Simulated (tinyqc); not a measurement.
ESD clamp with bipolar snapback, compact model and design window: one step of the calculation.

The drain junction multiplies the current that enters it: Igen = (M - 1)(Ic + I0), M = 1/(1 - (Vj/BV)^n). The generated holes leave through the substrate resistance and the base of the parasitic npn: Igen = Vb/Rb + Ic/be, Ic = Is exp(Vb/Vt). Terminal current I = Ic + I0 + Igen and voltage V = Vj + I Ro, per width. Isothermal, constant gain.

Question. Design window and human-body level. Human-body model: 100 pF through 1500 ohm, peak current about (level - Vt2)/1500 ohm, decay time 150 ns. All fingers turn on before the first fails if Vt2 > Vt1; then the clamp carries Nf Wf It2, otherwise in the worst case Wf It2. Margins: Vh - 1.1 Vdd against latching in operation, Vox - max(Vt1, Vt2) for the protected oxide.

Parameters, values chosen for the exercise; values close to those of grounded-gate n-channel clamps: failure current for 100 ns It2 = 6.6 mA/um; finger width Wf = 20 um; number of fingers Nf = 6; human-body-model level Lv = 2 kV; oxide breakdown voltage for 100 ns Vox = 11.1 V; supply voltage Vdd = 5 V.

Vt1 = 6.6036027 V
Vh = 5.0424255 V
Vt2 = 5.8200787 V

Find: peak current; current the clamp carries; level it withstands; holding margin; oxide margin.

Answer.

peak current = 1.3295 A
current the clamp carries = 0.13200 A
level it withstands = 0.20382 kV
holding margin = -0.45757 V
oxide margin = 4.4964 V

Uniform turn-on is not assured; the clamp fails the level. The holding margin is negative.

tinyqc, about 0.01 s, one thread, Intel Xeon 2.30GHz (shared host): `OMP_NUM_THREADS=1 python tinyqc.py 2670039 2670040 out.jsonl`
